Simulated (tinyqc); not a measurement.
Inside a calculation. Model: drifting, spreading and decaying minority pulse (Haynes-Shockley), Crank-Nicolson time steps.

Computed by the program tinyqc: `OMP_NUM_THREADS=1 python tinyqc.py 2310036 2310037 out.jsonl`, one thread of a shared Intel Xeon 2.30GHz, about 0.01 s for the whole run. Printed values are rounded.

Low injection in a uniform field: dn/dt = D d2n/dx2 - v dn/dx - n/tau with D = mu Vt and v = mu F towards +x. Exact solution on an infinite bar for a Gaussian start at x0: n = N0 exp(-t/tau) exp(-(x - x0 - v t)^2/(2 s^2))/sqrt(2 pi s^2), s^2 = s0^2 + 2 D t.

Parameters, values chosen for the exercise; mobility that of a made-up semiconductor: temperature T = 250 K; minority-carrier mobility mu = 1200 cm^2/(V s); sweep field along the drift F = 59 V/cm; mesh step hx = 7 um; lifetime tau = 1.1e-7 s; injected sheet density N0 = 2e11 cm^-2; time step dt = 1.5e-8 s; initial width (standard deviation) s0 = 7 um.

Constants: q = 1.602176634e-19 C, kB = 1.380649e-23 J/K, Vt = kB T/q. Results are converted to the units shown.

## Coefficients of the scheme

Exponentially fitted fluxes: d = F hx/Vt, B(d) = d/(exp(d) - 1), k = D dt/hx^2; (L n)_i = a n_(i-1) + b n_i + c n_(i+1) with a = k B(-d), c = k B(d), b = -a - c - dt/tau. Explicit steps keep n positive for dt up to 1/[(D/hx^2)(B(d) + B(-d)) + 1/tau].

D = 25.8520 cm^2/s
v = 70800 cm/s
d = 1.91707
a = 1.77868
b = -2.17657
c = 0.261532
positivity limit of dt = 6.89157e-9 s

dt is 2.2 times the explicit limit. On this mesh the fitted flux acts like a diffusion coefficient (d/2) coth(d/2) D = 1.29 D for a travelling pulse, before the error of the time steps.

## Initial pulse

Nodes x_i = i hx, i = 1 to 11, n = 0 at nodes 0 and 12; the Gaussian at t = 0 with x0 = 4 hx.

n at t = 0, node 1 to 11 (in units of 1e14 cm^-3): 0.01266  0.15426  0.69134  1.13984  0.69134  0.15426  0.01266  0.00038  0.00000  0.00000  0.00000

## Step 1: densities after a time step

(L n)_i = a n_(i-1) + b n_i + c n_(i+1), n = 0 beyond the ends. Crank-Nicolson step: solve n(new) - L n(new)/2 = n + L n/2.

n at t = 1 dt, node 1 to 11 (in units of 1e13 cm^-3): 0.12720  0.57427  1.57261  3.98637  6.72931  5.95831  3.28278  1.49284  0.65534  0.28675  0.12212

## Step 2: densities after a time step

As before.

n at t = 2 dt, node 1 to 11 (in units of 1e13 cm^-3): 0.04205  0.18319  0.58948  1.33768  2.62004  4.21724  4.50288  3.42909  2.16377  1.23639  0.64350

## Step 3: densities after a time step

As before.

n at t = 3 dt, node 1 to 11 (in units of 1e13 cm^-3): 0.01378  0.06525  0.19647  0.50829  1.05498  1.84485  2.81223  3.29311  2.99121  2.27532  1.46833

## Course in time

The same steps, now on nodes 1 to 60 (n = 0 at nodes 0 and 61), for 24 steps; centre = sum x n/sum n. Deviations are from the exact pulse, as a share of its largest value on the nodes; a run counts as stable if they stay under 100 %.

Course of the iteration:
```
step  hx sum n (cm^-2)  centre (um)  most negative n (cm^-3), 0 if none  largest deviation (% of the peak)
1           1.74227e11      38.7155                                   0                               14.4
2           1.51840e11      49.4275                                   0                               12.0
3           1.32408e11      60.1170                                   0                               11.2
4           1.15489e11      70.7957                                   0                               10.9
5           1.00740e11      81.4696                                   0                               10.0
6           8.78779e10      92.1411                                   0                               9.93
7           7.66588e10      102.812                                   0                               9.57
8           6.68723e10      113.482                                   0                               9.39
9           5.83353e10      124.151                                   0                               9.23
...                ...          ...                                 ...                                ...
16          2.24250e10      198.838                                   0                               8.75
17          1.95621e10      209.507                                   0                               8.73
18          1.70645e10      220.173                                   0                               8.72
19          1.48855e10      230.834                                   0                               8.69
20          1.29839e10      241.485                                   0                               8.70
21          1.13237e10      252.112                                   0                               8.68
22           9.87321e9      262.697                                   0                               8.70
23           8.60410e9      273.207                                   0                               8.68
24           7.49132e9      283.592                                   0                               8.71
```

The run is stable. After 24 steps the deviation is 8.7 % of the peak. From step 1 to the last the centre has moved at 1.00 v and the content is 1.2 % below N0 exp(-t/tau). On an endless mesh these steps would give a speed of 1.00 v and a content of 0.995 times the exact one, from dt/tau = 0.136 alone; the rest comes from the absorbing ends.
